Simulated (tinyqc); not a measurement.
Kinetic Monte Carlo and master equation for a particle on a ring of sites with traps and bias. Inputs raised by 5 %, one at a time. Computed by tinyqc, a small Python program. Command: `OMP_NUM_THREADS=1 python tinyqc.py 3009655 3009656 out.jsonl kmc sens`. One thread of a shared host (Intel(R) Xeon(R) Processor @ 2.30GHz), about 0.01 s of CPU time with the checks.

5 sites on a ring, numbered 1 to 5. The saddle between i and i+1 lies at E0 + s b_i and site i at s eps_i; a force F tilts the landscape, with the saddle half-way.

Inputs (values chosen for the exercise, for a model defect): reference barrier E0 = 0.33 eV; scale factor s of the disorder = 1; attempt frequency nu = 8.7 THz; temperature T = 310 K; site spacing a = 3.4 angstrom; force F along the ring = 0.00018 eV/angstrom.

Disorder: random barriers.

site energies eps_i (eV): [0, 0, 0, 0, 0]

saddle shifts b_i between sites i and i+1 (eV): [0.018, 0.018, -0.028, -0.03, -0.0012]

Constants: k_B = 8.617333262e-05 eV/K.

Method:
- Rates: k(i to i+1) = nu exp(-(E0 + s b_i - s eps_i - F a/2)/(k_B T)), k(i to i-1) = nu exp(-(E0 + s b_(i-1) - s eps_i + F a/2)/(k_B T)).
- Share right = k right/(k right + k left); mean stay = 1/(k right + k left).
- Master equation dP/dt = W P, W_(i+1,i) = k right, W_(i-1,i) = k left, columns summing to zero. The steady state is its null vector; drift v = a sum P_i (k right - k left). D = a^2 lambda''(0)/2, where lambda(q) is the leading eigenvalue of W with right hops weighted by exp(q) and left hops by exp(-q).
- The slowest relaxation rate is minus the real part of the next eigenvalue of W. 1 angstrom = 1e-8 cm.
- At zero force D0 = a^2 nu exp(-E0/(k_B T)) / [<exp(-s eps/(k_B T))> <exp(s b/(k_B T))>], with means over the ring; Einstein relation v = D0 F/(k_B T); 1 angstrom = 1e-8 cm.

Runs; columns: (1) input moved; (2) from; (3) to; (4) drift velocity v (cm/s); (5) diffusivity D (cm^2/s); (6) zero-force diffusivity D0 (cm^2/s); (7) slowest relaxation rate (1/s):
```
(1)                                       (2)       (3)       (4)         (5)         (6)         (7)
base run                                    -         -  0.026324  3.9076e-08  3.9067e-08  4.1080e+07
reference barrier E0 (eV)                0.33    0.3465  0.014194  2.1070e-08  2.1065e-08  2.2150e+07
scale factor s of the disorder              1      1.05  0.025874  3.8408e-08  3.8399e-08  4.0121e+07
attempt frequency nu (THz)                8.7     9.135  0.027641  4.1030e-08  4.1020e-08  4.3134e+07
temperature T (K)                         310     325.5  0.045858  7.1474e-08  7.1460e-08  7.5599e+07
site spacing a (angstrom)                 3.4      3.57  0.029023  4.3082e-08  4.3071e-08  4.1082e+07
force F along the ring (eV/angstrom)  0.00018  0.000189  0.027641  3.9077e-08  3.9067e-08  4.1082e+07
```

Exponents ln(y'/y) / ln(x'/x):
```
input                           drift velocity v  diffusivity D  zero-force diffusivity D0  slowest relaxation rate
reference barrier E0                     -12.660        -12.660                    -12.660                  -12.660
scale factor s of the disorder            -0.353         -0.353                     -0.353                   -0.484
attempt frequency nu                       1.000          1.000                      1.000                    1.000
temperature T                             11.377         12.376                     12.377                   12.501
site spacing a                             2.000          2.000                      2.000                    0.001
force F along the ring                     1.000          0.000                      0.000                    0.001
```

Among the inputs moved here: drift velocity v answers most in size to reference barrier E0 (exponent -12.660), next to temperature T (+11.377). Its exponent +1.000 in force F along the ring: linear response. Diffusivity D answers most in size to reference barrier E0 (exponent -12.660), next to temperature T (+12.376); its exponent is below 0.0005 for force F along the ring. Its exponent +1.000 in attempt frequency nu: nu sets the clock. Its exponent 0.000 in force F along the ring: a weak force leaves D unchanged. Zero-force diffusivity D0 answers most in size to reference barrier E0 (exponent -12.660), next to temperature T (+12.377); its exponent is below 0.0005 for force F along the ring. Its exponent +2.000 in site spacing a: D scales with the square of the jump. Slowest relaxation rate answers most in size to reference barrier E0 (exponent -12.660), and about equally to temperature T (+12.501).

Extremes, crossings and ranges named in words are read from the listed rows.
